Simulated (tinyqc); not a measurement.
Inside a calculation: shallow acceptor in the spherical four-band model. Values are carried at full precision from step to step, so a last printed digit may differ when a step is redone from the rounded ones.

Units Ry* = Ry/(g1 eps^2) and a* = a0 eps g1; mu = (6 g3 + 4 g2)/(5 g1) is the spherical heavy-light coupling and delta = (g3 - g2)/g1 the cubic term, which is left out.

Constants: Ry = 13.60569312 eV; a0 (Bohr radius) = 0.5291772105 angstrom.

Inputs chosen for the exercise (near those of a shallow acceptor in GaSb; not measured data):

| symbol | value | unit | meaning |
|---|---|---|---|
| g1 | 13.53 |  | Luttinger gamma1 |
| g2 | 4.66 |  | gamma2 |
| g3 | 6.08 |  | gamma3 |
| eps | 15.2 |  | dielectric constant |
| al | (0.558, 3.35, 20.1) | 1/a*^2 | exponents a_i, the same for f and g |
| Dso | 0.753 | eV | spin-orbit splitting |

## Units and couplings

Give Ry*, a*, mu, delta and the spherical masses 1/(g1 (1 -/+ mu)).

Ry* = 4.352 meV
a* = 108.83 angstrom
mu = 0.81478
delta = 0.1050

heavy and light mass (m0): 0.3990  0.0407

A hydrogen model with the heavy mass would bind by Ry*/(1 - mu) = 23.5 meV and with the light mass by 2.4 meV. delta/mu = 0.13: the cubic term is a modest correction.

## Matrices in a small basis

The ground state 1S3/2 has an L = 0 part f(r) and an L = 2 part g(r). In units of Ry* and a*, with Gaussians f_i = exp(-a_i r^2), g_i = r^2 exp(-a_i r^2), A = a_i + a_j and I(n) = Gamma((n + 1)/2)/(2 A^((n + 1)/2)): S_ff = I(2), S_gg = I(6), H_ff = (6 a_i a_j/A) I(2) - 2 I(1), H_gg = (14 a_i a_j/A) I(6) - 2 I(5), H_fg = -mu [15 I(2) - 20 a_j I(4) + 4 a_j^2 I(6)]; each function is then normalised. The split-off band is left out.

Form S and H.

S:
```
        f1      f2      f3      g1      g2      g3
f1  1.0000  0.5853  0.1846       0       0       0
f2  0.5853  1.0000  0.5855       0       0       0
f3  0.1846  0.5855  1.0000       0       0       0
g1       0       0       0  1.0000  0.2866  0.0194
g2       0       0       0  0.2866  1.0000  0.2868
g3       0       0       0  0.0194  0.2868  1.0000
```

H (Ry*):
```
         f1        f2        f3       g1        g2        g3
f1  -0.7101   -0.9314   -1.2923  -1.7608   -0.5046   -0.0342
f2  -0.9314    4.2085    3.6886  -3.0292  -10.5714   -3.0315
f3  -1.2923    3.6886   45.9914  -1.2311  -18.1890  -63.4283
g1  -1.7608   -3.0292   -1.2311   2.6345    1.2371    0.0414
g2  -0.5046  -10.5714  -18.1890   1.2371   20.3345    9.8566
g3  -0.0342   -3.0315  -63.4283   0.0414    9.8566  133.0687
```

## Ground state in the small basis

Solve H u = E S u for the lowest level of the acceptor; the first half of the basis is L = 0 and the second L = 2. Give E, E without the f-g block, and the L = 2 weight u_g S_gg u_g with u S u = 1.

E = -2.540 Ry*
E without coupling = -0.770 Ry*
L = 2 weight = 0.287

Without the coupling the exact value is -1, which this basis, tuned to the compact coupled state, misses by 0.230. The coupling to L = 2 takes the level to 2.54 times that exact value.

## Converged result

Converged values use 22 exponents 2.2^i, i = -7 to 14, for f and for g.
Ground and next level of the same symmetry, L = 2 weight and mean radius.

1S3/2 and 2S3/2 (Ry*): -2.754  -0.828

binding energies (meV): 12.0  3.6

L = 2 weight = 0.311
<r> = 66.2 angstrom

The small basis reaches 92 % of the binding. The ratio 1S/2S is 3.32 (4 for hydrogen). The binding is 0.02 of Dso, so leaving out the split-off band is safe.

## Checks

- Level at mu = 0 against -1 Ry*: both -1.0000.
- Ground level from a second, denser basis, Ry*: both -2.754.

tinyqc: `OMP_NUM_THREADS=1 python tinyqc.py 1250124 1250125 out.jsonl`; about 0.05 s, one thread, shared Intel(R) Xeon(R) Processor @ 2.30GHz.
